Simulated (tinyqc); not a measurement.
Solubility, supersaturation, precipitation and gettering of an impurity in a silicon-like host: one step, computed by the program tinyqc. Command: `OMP_NUM_THREADS=1 python tinyqc.py 3002839 3002840 out.jsonl ripen walk`. One thread of a shared host (Intel(R) Xeon(R) Processor @ 2.30GHz), about 0.01 s of CPU time with the checks.

The wafer was saturated at T1 and is then held at T.

Task: Solubility, diffusivity, supersaturation. C_eq(T) = N0 exp(S/k_B - H/(k_B T)); D(T) = D0 exp(-Q/(k_B T)); C0 = C_eq(T1). Supersaturation s = C0/C_eq(T); critical radius r* = 2 gamma/(C_p k_B T ln s); barrier W* = (4 pi/3) gamma r*^2. Strain energy is left out.

Inputs (values chosen for the exercise, modelled on oxygen in silicon):
```
quantity                                   value    unit
site density N0                            5e+22  1/cm^3
enthalpy of solution H                      1.48      eV
entropy of solution S                       0.63     k_B
diffusion prefactor D0                      0.15  cm^2/s
migration energy Q                          2.51      eV
temperature of saturation T1                1300       K
anneal temperature T                        1196       K
impurity density in the precipitate C_p  4.3e+22  1/cm^3
interface energy gamma                      0.21   J/m^2
```

Constants: k_B = 8.617333262e-05 eV/K; k_B = 1.380649e-23 J/K.

Give: C0; C_eq(T); D(T); supersaturation s; critical radius r*; W*/(k_B T).

Result:

C0 = 1.718e+17 1/cm^3

C_eq(T) = 5.446e+16 1/cm^3

D(T) = 3.975e-12 cm^2/s

supersaturation s = 3.154

critical radius r* = 0.5149 nm

W*/(k_B T) = 14.12

Caution: the barrier to homogeneous nucleation is below 35 k_B T for these inputs, so new precipitates would form and outnumber the fixed sinks assumed here.
